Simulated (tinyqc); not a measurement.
Undoped symmetric double-gate MOSFET, analytic potential model: two steps of the calculation.

An undoped body of thickness ts between two equal insulators and tied gates; long channel, electrons only, n = ni exp((psi - V)/Vt) with V the quasi-Fermi potential (0 at the source, Vd at the drain), constant mobility, no quantisation. Across the body psi(x) = V - 2 Vt ln[(ts/(2 beta)) sqrt(q ni/(2 eps0 eps_r Vt)) cos(2 beta x/ts)], x from the centre. Q is the electron charge per area of the whole body.

Values chosen for this exercise; material values those of a made-up semiconductor:
```
symbol,value,unit,meaning
T,300,K,temperature
eps_r,9.85,,relative permittivity of the semiconductor
ts,10,nm,body thickness
Vg,0.67,V,gate voltage
```

Constants: q = 1.602176634e-19 C, kB = 1.380649e-23 J/K, Vt = kB T/q, eps0 = 8.8541878128e-14 F/cm where lengths are in cm. Results are converted to the units shown.

Task 1. beta at the source by Newton steps in z = ln(tan beta). With V = 0, t = exp(z), beta = arctan(t): f = ln(beta) + (1/2) ln(1 + t^2) + 2 r beta t - (Vg - V0)/(2 Vt); with c = t/(1 + t^2), df/dz = c/beta + t c + 2 r t (c + beta); z(new) = z - f/(df/dz).

z at the start = 0
r = 0.51168831
V0 = 0.59375858 V

Find: beta; f; df/dz; z after iteration 1.

Result 1.

beta = 0.7854
f = -0.5658
df/dz = 2.452
z after iteration 1 = 0.2307

Task 2. Potential and electron density across the body at the source. psi(x) as above with V = 0 and beta = beta_s; n = ni exp(psi/Vt).

x/ts, point 0 to 6: 0  0.1  0.2  0.3  0.4  0.45  0.5
beta_s = 0.89061776
ni = 1.2378409e10 cm^-3

Find: psi; n.

Result 2.

```
point  psi (V)  n (cm^-3)
0      0.46777  8.9298e17
1      0.46859  9.2192e17
2      0.47112  1.0166e18
3      0.47553  1.2057e18
4      0.48218  1.5594e18
5      0.48654  1.8456e18
6      0.49175  2.2575e18
```

The density at the surface is 2.53 times that at the centre (1/cos^2 beta).

Program tinyqc, `OMP_NUM_THREADS=1 python tinyqc.py 2440137 2440138 out.jsonl`; Intel Xeon 2.30GHz, shared host, one thread, about 0.03 s.
